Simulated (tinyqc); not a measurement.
Against voltage: leakage through a gate insulator: direct, Fowler-Nordheim, trap-assisted and Poole-Frenkel currents. Computed by tinyqc, a small Python program. Command: `OMP_NUM_THREADS=1 python tinyqc.py 3016098 3016099 out.jsonl oxideleak walk`. One thread of a shared host (Intel(R) Xeon(R) Processor @ 2.30GHz), about 0.01 s of CPU time with the checks.

Electrons enter from the cathode Fermi level at x = 0; the conduction band of the insulator lies phi_b - e F x above it, F = V/t. WKB exponents use a parabolic band with mass m.

Inputs (values chosen for the exercise, with an insulator like SiO2):
```
quantity                   value   unit
thickness t                    2     nm
barrier phi_b               3.22     eV
tunnelling mass m           0.45    m_0
static constant eps_ox      3.94      -
trap depth phi_t             1.7     eV
trap density N_t           9e+18  cm^-3
attempt rate nu_0          1e+13    1/s
activation of capture E_a  0.091     eV
temperature T                200      K
```

Constants: e = 1.602176634e-19 C; hbar = 1.054571817e-34 J s; hbar^2/(2 m_0) = 3.80998212 eV angstrom^2; k_B = 8.617333262e-05 eV/K.

Method:
- For a level a distance phi(x) below the band, the WKB exponent is 2 int kappa dx with kappa = sqrt(m phi/(hbar^2/2m_0)); for a linear barrier from phi_1 down to phi_2 = max(phi_1 - e F d, 0) it is G = (4/3) sqrt(m/(hbar^2/2m_0)) (phi_1^(3/2) - phi_2^(3/2))/(e F).
- J_tun = e^3 F^2/(16 pi^2 hbar m phi_b) x exp(-G) / [1 - sqrt(phi_2/phi_b)]^2 with the free-electron mass in the cathode (m in m_0), phi_2 = max(phi_b - e V, 0): direct tunnelling for e V < phi_b, Fowler-Nordheim above. Image forces, back-flow and the limit on supply are left out, so J_tun is overstated below about 0.5 V.
- A trap at depth x lies phi_t below the band. Capture: tunnel at the cathode Fermi level from 0 to x (G_in from phi_1 = phi_b), rate nu_0 exp(-G_in - E_c/k_B T) with E_c = E_a + max(phi_b - phi_t - e F x, 0), the last term being the height of the trap above the cathode Fermi level. Emission: tunnel from the trap level to the anode (G_out from phi_1 = phi_t over t - x), rate nu_0 exp(-G_out - E_a/k_B T). Re-emission to the cathode follows from detailed balance, rate_back = rate_in exp(dE/k_B T) with dE = phi_b - phi_t - e F x. Each trap passes R = rate_in rate_out/(rate_in + rate_back + rate_out) electrons per second; filling from the anode is left out.
- J_TAT = e N_t int_0^t R dx by the midpoint rule on 400 intervals; the most effective depth is the midpoint with the largest R, rounded to 0.01 nm.

Currents:
```
V (V)  F (MV/cm)  J_tun (A/cm^2)  J_TAT (A/cm^2)  best depth (nm)
0.24        1.20          0.0327      9.6401e-38             0.89
0.48        2.40          0.0507      8.8567e-34             2.00
0.73        3.65          0.0809      7.3612e-28             2.00
0.98        4.90          0.1307      1.4125e-21             2.00
1.22        6.10          0.2100      1.8811e-15             2.00
1.46        7.30          0.3426      2.7926e-09             2.00
1.71        8.55          0.5802      4.6004e-06             1.78
1.96        9.80          1.0026      5.7373e-05             1.55
2.20       11.00          1.7322      3.5335e-04             1.38
```

What follows from these numbers?

Tunnelling without traps rules in every row. Over the range J_tun grows by 1.7 decades and J_TAT by 33.6. The highest rows may lie beyond breakdown. Below about 0.5 V the formula for J_tun, which has no back-flow, overstates the current.

Extremes, crossings and ranges named in words are read from the listed rows.
